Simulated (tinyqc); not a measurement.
Inside a calculation. Method: RKS/PBE0 in the 3-21g basis, for H-, spin multiplicity 1. The basis has no diffuse functions, so it cannot describe the extra electron: this is an exercise in the method, not the real anion. Computed by tinyqc, a small Python program that keeps every step (integrals from PySCF). Settings: charge = -1, multiplicity = 1, basis = 3-21g, energy threshold = 1e-10, iteration cap = 50, orthogonalisation = symmetric, start = atomic densities, DIIS depth = 0, method = RKS, functional = pbe0, grid = [20, 26]. Command: `OMP_NUM_THREADS=1 python tinyqc.py 27016 27017 out.jsonl` (the two numbers bound the seeds that draw the settings). One thread of a shared host (Intel(R) Xeon(R) Processor @ 2.60GHz), about 0.2 s of CPU time with the checks. Later iterations appear only in the table of the cycle.

## One-electron integrals

Geometry (angstrom):
```
atom         x         y         z
H     0.000000  0.000000  0.000000
```

Basis 3-21g: exponents (1/bohr^2) and contraction coefficients of normalised primitives:
```
element  l (shell)  exponent  coefficient
H            s (1)  5.447178     0.156285
H            s (1)  0.824547     0.904691
H            s (2)  0.183192     1.000000
```

Overlap, kinetic and nuclear-attraction integrals over the contracted functions; the nuclear repulsion is the sum of Za Zb / Rab.

nuclear repulsion = 0 hartree

overlap S:
```
          1H 1s     1H 2s
1H 1s  1.000000  0.645899
1H 2s  0.645899  1.000000
```

kinetic energy T (hartree):
```
          1H 1s     1H 2s
1H 1s  1.549405  0.293152
1H 2s  0.293152  0.274788
```

nuclear attraction V (hartree):
```
           1H 1s      1H 2s
1H 1s  -1.720918  -0.782663
1H 2s  -0.782663  -0.683004
```

core Hamiltonian H = T + V (hartree):
```
           1H 1s      1H 2s
1H 1s  -0.171513  -0.489511
1H 2s  -0.489511  -0.408216
```

## Two-electron integrals

Functions are numbered as in S; the eight-fold symmetry (ij|kl) = (ji|kl) = (kl|ij) leaves the list below.

Two-electron integrals (ij|kl) in chemists' order, unique and non-zero (hartree):
```
(11|11) 1.140145   (21|11) 0.611403   (21|21) 0.345152   (22|11) 0.626370
(22|21) 0.380329   (22|22) 0.482957
```

## Orthogonalisation

S = U s U^T; symmetric (Loewdin) form X = U s^(-1/2) U^T, so that X^T S X = 1.

eigenvalues of S: 0.354101  1.645899

X:
```
           1H 1s      1H 2s
1H 1s   1.229980  -0.450512
1H 2s  -0.450512   1.229980
```

## Starting guess

The start is atomic minimal-basis densities projected into this basis (PySCF's MINAO start) and scaled to the electron count of each spin; this density is not idempotent, so its energy is not variational and may lie below the converged one.

D at the start:
```
          1H 1s     1H 2s
1H 1s  0.405176  0.583680
1H 2s  0.583680  0.840827
```

## Iteration 1: exchange-correlation on the grid

Becke grid with 20 radial and 26 angular points per atom, points of zero weight dropped. rho = sum D_ij phi_i phi_j; V_xc,ij = sum w v_xc phi_i phi_j plus the gradient terms; v_xc is d(rho eps)/d rho at fixed gradient. Exact exchange is left to K.

The 16 grid points with the largest w rho, of 520 (bohr, atomic units):
```
x                  y          z         w       rho  |grad rho|^2     eps_xc       v_xc
1.230210    0.000000   0.000000  0.300947  0.057945      0.016929  -0.267916  -0.319456
-1.230210   0.000000   0.000000  0.300947  0.057945      0.016929  -0.267916  -0.319456
0.000000    0.000000  -1.230210  0.300947  0.057945      0.016929  -0.267916  -0.319456
0.000000   -1.230210   0.000000  0.300947  0.057945      0.016929  -0.267916  -0.319456
0.000000    0.000000   1.230210  0.300947  0.057945      0.016929  -0.267916  -0.319456
0.000000    1.230210   0.000000  0.300947  0.057945      0.016929  -0.267916  -0.319456
0.000000   -0.928957   0.000000  0.140292  0.110799      0.052291  -0.321181  -0.401690
0.000000    0.000000  -0.928957  0.140292  0.110799      0.052291  -0.321181  -0.401690
0.000000    0.928957   0.000000  0.140292  0.110799      0.052291  -0.321181  -0.401690
0.000000    0.000000   0.928957  0.140292  0.110799      0.052291  -0.321181  -0.401690
-0.928957   0.000000   0.000000  0.140292  0.110799      0.052291  -0.321181  -0.401690
0.928957    0.000000   0.000000  0.140292  0.110799      0.052291  -0.321181  -0.401690
1.596912    0.000000   0.000000  0.614976  0.024986      0.003286  -0.213141  -0.238694
-1.596912   0.000000   0.000000  0.614976  0.024986      0.003286  -0.213141  -0.238694
0.000000    0.000000  -1.596912  0.614976  0.024986      0.003286  -0.213141  -0.238694
0.000000   -1.596912   0.000000  0.614976  0.024986      0.003286  -0.213141  -0.238694
```

electrons on the grid, sum of w rho = 2.000000

E_xc = sum of w rho eps_xc = -0.54685379 hartree

V_xc (hartree):
```
           1H 1s      1H 2s
1H 1s  -0.477688  -0.256764
1H 2s  -0.256764  -0.250419
```

## Iteration 1: building the Kohn-Sham matrix

J_ij = sum D_kl (ij|kl), K_ij = sum D_kl (ik|jl); F = H + J - 0.125 K + V_xc; E = tr D H + tr D J / 2 - 0.0625 tr D K + E_xc + E_nn.

Coulomb J (hartree):
```
          1H 1s     1H 2s
1H 1s  1.702356  0.970434
1H 2s  0.970434  1.103855
```

exchange K (hartree):
```
          1H 1s     1H 2s
1H 1s  1.465900  1.134576
1H 2s  1.134576  0.989912
```

Kohn-Sham matrix F (hartree):
```
          1H 1s     1H 2s
1H 1s  0.869917  0.082338
1H 2s  0.082338  0.321481
```

total energy of this density = -0.32756780 hartree

This density is the starting one; it is not idempotent, so its energy is not variational and may lie below the converged one.

## Iteration 1: diagonalisation and new density

Diagonalise F' = X^T F X, C = X C', fill 1 alpha and 1 beta electrons from the bottom; D = 2 C_occ C_occ^T. Each column has its largest component positive (the first on a tie).

F' = X^T F X (hartree):
```
           1          2
1   1.290053  -0.518902
2  -0.518902   0.571662
```

orbital energies (hartree): MO1 0.299763, MO2 1.561952

coefficients C:
```
            MO1        MO2
1H 1s  0.171826   1.298571
1H 2s  0.880377  -0.969921
```

D after iteration 1:
```
          1H 1s     1H 2s
1H 1s  0.059048  0.302543
1H 2s  0.302543  1.550128
```

## Iteration 2: exchange-correlation on the grid

As before.

The 16 grid points with the largest w rho, of 520 (bohr, atomic units):
```
x                  y          z         w       rho  |grad rho|^2     eps_xc       v_xc
-1.596912   0.000000   0.000000  0.614976  0.029685      0.002155  -0.216026  -0.269759
0.000000    1.596912   0.000000  0.614976  0.029685      0.002155  -0.216026  -0.269759
0.000000    0.000000   1.596912  0.614976  0.029685      0.002155  -0.216026  -0.269759
0.000000   -1.596912   0.000000  0.614976  0.029685      0.002155  -0.216026  -0.269759
0.000000    0.000000  -1.596912  0.614976  0.029685      0.002155  -0.216026  -0.269759
1.596912    0.000000   0.000000  0.614976  0.029685      0.002155  -0.216026  -0.269759
0.000000   -2.040679   0.000000  1.214030  0.014458      0.000594  -0.176770  -0.209478
2.040679    0.000000   0.000000  1.214030  0.014458      0.000594  -0.176770  -0.209478
0.000000    2.040679   0.000000  1.214030  0.014458      0.000594  -0.176770  -0.209478
0.000000    0.000000   2.040679  1.214030  0.014458      0.000594  -0.176770  -0.209478
-2.040679   0.000000   0.000000  1.214030  0.014458      0.000594  -0.176770  -0.209478
0.000000    0.000000  -2.040679  1.214030  0.014458      0.000594  -0.176770  -0.209478
0.000000    1.230210   0.000000  0.300947  0.051646      0.005569  -0.253695  -0.324807
0.000000    0.000000   1.230210  0.300947  0.051646      0.005569  -0.253695  -0.324807
0.000000   -1.230210   0.000000  0.300947  0.051646      0.005569  -0.253695  -0.324807
-1.230210   0.000000   0.000000  0.300947  0.051646      0.005569  -0.253695  -0.324807
```

electrons on the grid, sum of w rho = 2.000000

E_xc = sum of w rho eps_xc = -0.43620002 hartree

V_xc (hartree):
```
           1H 1s      1H 2s
1H 1s  -0.401405  -0.231484
1H 2s  -0.231484  -0.257675
```

## Iteration 2: building the Kohn-Sham matrix

As before.

Coulomb J (hartree):
```
          1H 1s     1H 2s
1H 1s  1.408228  0.834508
1H 2s  0.834508  1.015763
```

exchange K (hartree):
```
          1H 1s     1H 2s
1H 1s  0.972305  0.919588
1H 2s  0.919588  0.999157
```

Kohn-Sham matrix F (hartree):
```
           1H 1s      1H 2s
1H 1s   0.713772  -0.001435
1H 2s  -0.001435   0.224977
```

total energy of this density = -0.42914519 hartree

## Iteration 2: diagonalisation and new density

As before.

F' = X^T F X (hartree):
```
           1          2
1   1.127083  -0.522643
2  -0.522643   0.486815
```

orbital energies (hartree): MO1 0.194053, MO2 1.419844

coefficients C:
```
            MO1        MO2
1H 1s  0.208052   1.293262
1H 2s  0.852925  -0.994148
```

D after iteration 2:
```
          1H 1s     1H 2s
1H 1s  0.086571  0.354906
1H 2s  0.354906  1.454962
```

## Iteration 7 (converged): orbitals

converged F (hartree):
```
          1H 1s     1H 2s
1H 1s  0.728871  0.006631
1H 2s  0.006631  0.235053
```

As before.

F' = X^T F X (hartree):
```
           1          2
1   1.143030  -0.522753
2  -0.522753   0.496184
```

orbital energies (hartree): MO1 0.204894, MO2 1.434321

coefficients C:
```
            MO1        MO2
1H 1s  0.205162   1.293723
1H 2s  0.855144  -0.992240
```

D after iteration 7:
```
          1H 1s     1H 2s
1H 1s  0.084183  0.350886
1H 2s  0.350886  1.462544
```

## Convergence

Stop when the energy changes by less than 1e-10 hartree and every element of the error matrix X^T (F D S - S D F) X is below 3e-06.

Course of the cycle:
```
iteration  E (hartree)     change  largest element of the error matrix
1          -0.32756780          -                             5.36e-01
2          -0.42914519  -1.02e-01                             6.85e-02
3          -0.43089901  -1.75e-03                             6.01e-03
4          -0.43091232  -1.33e-05                             5.65e-04
5          -0.43091244  -1.18e-07                             5.28e-05
6          -0.43091244  -1.03e-09                             4.93e-06
7          -0.43091244  -8.98e-12                             4.61e-07
```

PySCF RKS in the same basis, fine grid = -0.43091309 hartree

Converged in 7 iterations.

## Populations

Mulliken: Z minus the diagonal of D S on the atom; Loewdin: the same with S^(1/2) D S^(1/2).

Charges (e):
```
atom   Mulliken    Loewdin
1H    -1.000000  -1.000000
```
